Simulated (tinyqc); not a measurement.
Electron mobility in a silicon inversion layer, empirical terms and Matthiessen rule: two steps of the calculation.

Inversion layer of sheet density Ns on a uniformly doped body, under a high-permittivity gate with an interlayer. The mobility terms are empirical power laws with prefactors chosen for the exercise; adding their inverses (Matthiessen) is itself an approximation.

Values chosen for this exercise; material values close to those of silicon: temperature T = 325 K; relative permittivity of the semiconductor eps_r = 11.7; body doping Nb = 5.5e16 cm^-3; weight of the inversion charge in the effective field eta = 0.5; phonon-limited mobility at 1 MV/cm and 300 K Ap = 474 cm^2/(V s); roughness-limited mobility at 1 MV/cm As = 944 cm^2/(V s); exponent of the roughness term gs = 2; Coulomb prefactor Ac = 2200 cm^2/(V s); charge at the interface Nit = 1.1e11 cm^-2; remote-phonon mobility without interlayer Ar = 290 cm^2/(V s); interlayer thickness ti = 0.4 nm; decay length of remote phonons lr = 0.6 nm; inversion density Ns = 1e13 cm^-2; ratio W/L WL = 20; drain voltage Vd = 0.05 V; measured linear current I = 379 uA.

Constants: q = 1.602176634e-19 C, eps0 = 8.8541878128e-14 F/cm where lengths are in cm. Results are converted to the units shown.

Task 1. Mobility terms and their sum. With t = T/(300 K): muC = Ac (Ns/1e12 cm^-2) t/(Nb/1e17 cm^-3 + Nit/1e11 cm^-2), muP = Ap E^(-1/3) t^(-1.75), muS = As E^(-gs), muR = Ar exp(2 ti/lr)/t; 1/mu is the sum of the inverses.

E = 0.88824527 MV/cm

Find: terms; mu; shares of 1/mu.

Result 1.

terms (cm^2/(V s)): Coulomb 14444, phonon 428.65, roughness 1196.5, remote phonon 1015.5
mu = 236.82 cm^2/(V s)
shares of 1/mu (%): Coulomb 1.6395, phonon 55.248, roughness 19.793, remote phonon 23.320

The phonon term limits most.

Task 2. Inversion density for the measured current. I = (W/L) q Ns mu Vd. E = q (Ndep + eta Ns)/(eps0 eps_r) in MV/cm. Ns(new) = I/((W/L) q mu Vd).

Ns after iteration 1 = 8.6314474e12 cm^-2
Ndep = 7.4324178e11 cm^-2

Give: E; mu; Ns after iteration 2.

Result 2.

E = 0.7824 MV/cm
mu = 253.2 cm^2/(V s)
Ns after iteration 2 = 9.343e12 cm^-2

Program tinyqc, `OMP_NUM_THREADS=1 python tinyqc.py 2510116 2510117 out.jsonl`; Intel Xeon 2.30GHz, shared host, one thread, about 0.01 s.
